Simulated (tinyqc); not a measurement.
Worked calculation: geometry relaxation of a small cluster. Computed by tinyqc, a small Python program that keeps every step. Command: `OMP_NUM_THREADS=1 python tinyqc.py 3025739 3025740 out.jsonl relax walk`. One thread of a shared host (Intel(R) Xeon(R) Processor @ 2.30GHz), about 0.04 s of CPU time with the checks. Intermediate numbers are printed to about 5 digits and carried at full precision; extremes and crossings named in words are read from the listed rows.

E = sum_i {sum_j A exp(-p (r_ij/r0 - 1)) - xi sqrt(rho_i)}, rho_i = sum_j exp(-2 q (r_ij/r0 - 1)); the force on i is -sum_j w_ij (R_i - R_j)/r_ij with w_ij = -(2p/r0) A exp(-p (r_ij/r0 - 1)) + (xi q/r0) exp(-2 q (r_ij/r0 - 1)) (rho_i^(-1/2) + rho_j^(-1/2)).

Inputs (values chosen for the exercise, for model atoms): length r0 = 2.51 angstrom; repulsion A = 0.08 eV; hopping xi = 1.03 eV; decay p = 10.4; decay q = 2.8; step factor eta = 0.024 angstrom^2/eV; largest number of steps = 500.

Potential: Gupta. Method: FIRE.

starting positions (angstrom), rows atom 1, atom 2, atom 3, atom 4, atom 5, columns x, y, z:
```
[[-0.11, 0.24, 0.06],
 [2.52, 0.15, 0.02],
 [1.26, 2.15, 0.09],
 [1.19, 0.65, 2.04],
 [1.08, 0.73, -2.04]]
```

## Energy and forces at the start

Evaluate E and the forces at the starting positions.

distances (angstrom): 1-2 2.6318, 1-3 2.3507, 1-4 2.4039, 1-5 2.4630, 2-3 2.3648, 2-4 2.4697, 2-5 2.5795, 3-4 2.4612, 3-5 2.5663, 4-5 4.0823

energy at the start = -8.4470 eV

forces (eV/angstrom), rows atom 1, atom 2, atom 3, atom 4, atom 5, columns x, y, z:
```
[[1.0723, 0.3550, -0.1133],
 [-1.1935, 0.4997, -0.0225],
 [-0.0261, -1.0165, -0.0933],
 [0.0537, 0.1029, -1.1702],
 [0.0935, 0.0589, 1.3993]]
```

## The first two steps

FIRE with unit mass: if F.v > 0, v = (1 - a) v + a |v| F/|F|, and after more than 5 such steps in a row dt = min(1.1 dt, 5 dt0), a = 0.99 a; else v = 0, a = 0.1, and dt = dt/2 (not at the first step). Then v = v + dt F, R(new) = R + dt v. dt0 = sqrt(eta), a = 0.1 at first. No atom moves more than 0.3 angstrom a step (the whole step is scaled). Stop when the largest force component is below 1e-5 eV/angstrom.

positions after step 1 (angstrom), rows atom 1, atom 2, atom 3, atom 4, atom 5, columns x, y, z:
```
[[-0.0843, 0.2485, 0.0573],
 [2.4914, 0.1620, 0.0195],
 [1.2594, 2.1256, 0.0878],
 [1.1913, 0.6525, 2.0119],
 [1.0822, 0.7314, -2.0064]]
```

energy after step 1 = -8.6064 eV

positions after step 2 (angstrom), rows atom 1, atom 2, atom 3, atom 4, atom 5, columns x, y, z:
```
[[-0.0388, 0.2610, 0.0514],
 [2.4389, 0.1816, 0.0174],
 [1.2585, 2.0861, 0.0828],
 [1.1942, 0.6570, 1.9611],
 [1.0872, 0.7343, -1.9426]]
```

energy after step 2 = -8.7872 eV

## All steps

The formulas are those given above.

Course of the relaxation:
```
step   E (eV)  largest force (eV/angstrom)  force calls
0     -8.4470                   1.3993e+00            1
1     -8.6064                   1.2436e+00            2
2     -8.7872                   8.0586e-01            3
3     -8.7904                   1.3708e+00            4
4     -8.8125                   1.1723e+00            5
5     -8.8448                   8.3339e-01            6
6     -8.8718                   4.3846e-01            7
7     -8.8844                   2.4896e-01            8
8     -8.8848                   3.1312e-01            9
...       ...                          ...          ...
103   -8.9207                   3.3444e-05          104
104   -8.9207                   3.7568e-05          105
105   -8.9207                   4.1328e-05          106
106   -8.9207                   2.5827e-05          107
107   -8.9207                   2.4293e-05          108
108   -8.9207                   2.1590e-05          109
109   -8.9207                   1.7817e-05          110
110   -8.9207                   1.3224e-05          111
111   -8.9207                   8.1905e-06          112
```

final positions (angstrom), rows atom 1, atom 2, atom 3, atom 4, atom 5, columns x, y, z:
```
[[-0.0045, 0.1471, 0.0472],
 [2.3353, 0.0699, -0.0081],
 [1.2332, 2.1349, 0.0629],
 [1.2305, 0.7429, 1.8881],
 [1.1455, 0.8251, -1.8201]]
```

final energy = -8.9207 eV

steps = 111

largest force at the end = 8.1905e-06 eV/angstrom

Converged in 111 steps.

## Curvatures at the end

Hessian at the final positions by central differences of the forces; six eigenvalues vanish (translations and rotations). Steepest descent is stable for eta below 2/lambda_max and contracts the softest mode by 1 - eta lambda_min a step.

non-zero eigenvalues (eV/angstrom^2): [1.725, 1.725, 4.273, 5.768, 5.768, 6.998, 6.998, 13.257, 18.771]

condition number = 10.880

largest stable eta = 0.10655 angstrom^2/eV

contraction of the softest mode = 0.95859

All are positive, so the end point is a minimum.

## Four methods from the same start

Steepest descent: R(new) = R + eta F. Conjugate gradient (Polak-Ribiere): d = F + beta d(old), beta = max(0, F.(F - F(old))/|F(old)|^2), d = F at first; step length from one secant, s = eta (F.d)/(F.d - F(R + eta d).d), replaced by eta if that is not positive; R(new) = R + s d. BFGS: R(new) = R + B F with the inverse Hessian B = eta 1 at first; with s = R(new) - R, y = F - F(new), rho = 1/(y.s): B(new) = (1 - rho s y^T) B (1 - rho y s^T) + rho s s^T, skipped if y.s is not positive. In this comparison each method may take up to 1500 steps.

Cost:
```
method              steps  force calls  final E (eV)  calls to reach 1e-2
steepest descent      241          242       -8.9207                   78
conjugate gradient     17           35       -8.9207                   23
BFGS                   33           34       -8.9207                   18
FIRE                  111          112       -8.9207                   51
```

In force calls the order is BFGS (34), conjugate gradient (35), FIRE (112), steepest descent (242). All that converged end at the same energy. Near the minimum steepest descent multiplies the slowest mode by 0.959 in size a step, 54 steps a decade of force, at a condition number of 10.9. It is the dearest here: the others use earlier steps to learn the curvature or to build momentum along soft directions.

Checks made by the program: forces against finite differences of E (relative difference 2e-10).
